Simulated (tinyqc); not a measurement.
Changing the time step dt: finite-difference solution of the diffusion equation on a small grid. Computed by tinyqc, a small Python program. Command: `OMP_NUM_THREADS=1 python tinyqc.py 3015548 3015549 out.jsonl fdiff sweep`. One thread of a shared host (Intel(R) Xeon(R) Processor @ 2.30GHz), about 0.01 s of CPU time with the checks.

dC/dt = D d2C/dx2 on nodes x_j = j dx, j = 0..11; the far end is sealed.

Inputs (values chosen for the exercise):
```
quantity         value    unit
diffusivity D      5.7  nm^2/s
grid spacing dx     10      nm
final time t_f    86.4       s
loss velocity h   0.56    nm/s
```

Boundary at x = 0: surface loss. Scheme: explicit.

start values C_j, j = 0, 1, ... (% of a reference): 2.9  33.5  65  100  71.4  32.5  0.386  0  0  0  0  0

Method:
- The operator M acts as (M C)_j = C_(j-1) - 2 C_j + C_(j+1); at the sealed far end a mirror node gives 2 C_(N-2) - 2 C_(N-1); at j = 0, the outward flux h C_0 gives 2 C_1 - (2 + 2 h dx/D) C_0.
- r = D dt/dx^2.
- With r = D dt/dx^2: (1 - theta r M) C(new) = (1 + (1 - theta) r M) C(old); theta = 0 explicit, 1 implicit, 1/2 Crank-Nicolson.
- The run takes n = round(t_f/dt) steps of length t_f/n.
- The dose is the trapezoidal sum of C dx; the error is the largest difference from exp(M D t/dx^2) C(0), the exact time evolution on the same grid.

One run for each value:
```
time step dt (s)  largest error at t_f (%)  mesh ratio r  final C_6 (%)  final dose (% nm)
0.3375                              0.0411        0.0192          24.21               2284
0.6750                              0.0822        0.0385          24.23               2283
1.3500                              0.1643        0.0770          24.26               2282
2.7000                              0.3291        0.1539          24.31               2278
5.4000                              0.6676        0.3078          24.42               2271
```

Describe and explain the trends.

Over the rows, largest error at t_f (%) rises from 0.0411 to 0.668 (exponent d ln y / d ln x about 1.0 throughout). The exponent of largest error at t_f stays between 1.00 and 1.02, near 1: first order in the step.

Extremes, crossings and ranges named in words are read from the listed rows.
